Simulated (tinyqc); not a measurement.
# Gap and voltage scale from two read currents

Inverse problem. I = I0 exp(-g/g0) sinh(Vd/V0) at a fixed gap. Find V0 and g.

Parameters, values chosen for the exercise: current scale I0 = 0.47 mA; tunnelling length g0 = 0.26 nm.

I at Vd = 0.1 and 0.6 V (uA): [0.31457680, 2.4252187]

Solution. The ratio of the currents depends on V0 alone and falls steadily as V0 grows; either current then gives g.

V0 = 0.470 V
g = 1.50 nm

tinyqc, about 0.09 s, one thread, Intel Xeon 2.30GHz (shared host): `OMP_NUM_THREADS=1 python tinyqc.py 2880112 2880113 out.jsonl`
